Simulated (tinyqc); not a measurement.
Model-solid line-up of a strained alloy layer on a substrate, step by step. Values are carried at full precision from step to step, so a last printed digit may differ when a step is redone from the rounded ones.

All values of the alloy are linear in x but the gap, Eg(x) = (1 - x) Eg_A + x Eg_B - C x (1 - x), and the valence edge, Ev(x) = (1 - x) Ev_A + x Ev_B + fv C x (1 - x); Ec = Ev + Eg. Ev is the top of the unstrained valence band on a scale common to all materials. In the layer only the Gamma valley of the conduction band is followed, also where an X or L valley would lie lower.

Values chosen for the exercise (A near GaAs, B near InAs, substrate near InP; shifted at random, so the results belong to these values and not to a real crystal): a = (5.649, 6.049) angstrom (lattice constant of A, B); Eg = (1.537, 0.423) eV (gap at Gamma to the s-like level of A, B); Dso = (0.338, 0.391) eV (spin-orbit splitting of A, B); Ev = (-0.8, -0.58) eV (top of the unstrained valence band of A, B); ac = (-7.17, -5.01) eV (conduction deformation potential of A, B); av = (1.14, 1.01) eV (valence hydrostatic potential of A, B); b = (-2.02, -1.81) eV (tetragonal shear potential of A, B); d = (-4.78, -3.61) eV (trigonal shear potential of A, B); C11 = (122.8, 83.6) GPa (of A, B); C12 = (56.2, 45.6) GPa (of A, B); C44 = (60.4, 39.6) GPa (of A, B); C = 0.411 eV (bowing of the gap); fv = 0.3 (share of the bowing taken by the valence edge); x = 0.92 (fraction of B); a_s = 5.864 angstrom (substrate); face = 001 (growth face); Eg_s = 1.409 eV (lowest gap of the substrate); Ev_s = -0.95 eV (substrate valence edge).

## Values of the alloy

Interpolate.

Alloy at x (a in angstrom, C11, C12, C44 in GPa, all else in eV):

| symbol | value |
|---|---|
| a | 6.0170 |
| Eg | 0.4819 |
| Dso | 0.3868 |
| Ev | -0.5885 |
| ac | -5.1828 |
| av | 1.0204 |
| b | -1.8268 |
| d | -3.7036 |
| C11 | 86.7360 |
| C12 | 46.4480 |
| C44 | 41.2640 |

## Strain on the (001) substrate

Coherent growth on a (001) face: e_par = (a_s - a)/a, e_perp = -2 (C12/C11) e_par; exx = eyy = e_par, ezz = e_perp, no shear.

Use the values of the alloy.

e_par = -0.025428
e_perp = 0.027234

strain tensor in the cubic axes:
```
           x          y         z
x  -0.025428   0.000000  0.000000
y   0.000000  -0.025428  0.000000
z   0.000000   0.000000  0.027234
```

The layer is under compression in the plane; its volume changes by -2.362 %. Above 2 % only a few nanometres stay coherent, and linear deformation potentials lose accuracy.

## Strained band edges

Strained edges: Ec + ac tr(e); the valence edges are Ev plus the levels of the 6 x 6 matrix of X, Y, Z times spin with -Dso/3 + l exx + m (eyy + ezz) on the diagonal (cyclic), n exy off it, l = av + 2 b, m = av - b, n = sqrt(3) d. Spin-orbit term (Dso/3) L.sigma on X, Y, Z with (L_k)_ij = -i epsilon_kij: <X+|H|Y+> = -i Dso/3, <X+|H|Z-> = Dso/3, <Y+|H|Z-> = -i Dso/3, <Z+|H|X-> = -Dso/3, <Z+|H|Y-> = i Dso/3, <X-|H|Y-> = i Dso/3, and their conjugates; + and - are the spin along z.

Give the hydrostatic shifts, the strain block and the edges.

ac tr(e), av tr(e) (eV): 0.1224  -0.0241

strain block (eV), lower triangle:
```
        X       Y        Z
X  0.0721
Y       0  0.0721
Z       0       0  -0.2165
```

Ec and the three valence edges from the top (eV): 0.0158  -0.5164  -0.6551  -1.0531

strained gap = 0.5322 eV

Strain moves the gap by +50 meV: +147 meV from the volume and -96 meV from the splitting of the valence edge, which always raises the top.

## Offsets against the substrate material

dEc = Ec(substrate) - Ec(layer), dEv = Ev(layer) - Ev(substrate); positive values confine the carrier in the layer. Type I: both of one sign; type II: opposite signs; type III: the gaps do not overlap.

Give also the smallest gap across the interface, min Ec - max Ev.

dEc = 0.4432 eV
dEv = 0.4336 eV

type: I

smallest gap = 0.5322 eV

Both carriers collect in the layer; the conduction band takes 51 % of the gap difference.

## Checks

- Valence edges against the closed form for (001) strain: they agree to 1e-10 or better.

Computed by tinyqc, a small Python program: `OMP_NUM_THREADS=1 python tinyqc.py 1080920 1080921 out.jsonl` (the numbers bound the seed that draws the inputs); one thread of a shared host (Intel(R) Xeon(R) Processor @ 2.30GHz), about 0.02 s for the whole set of steps.
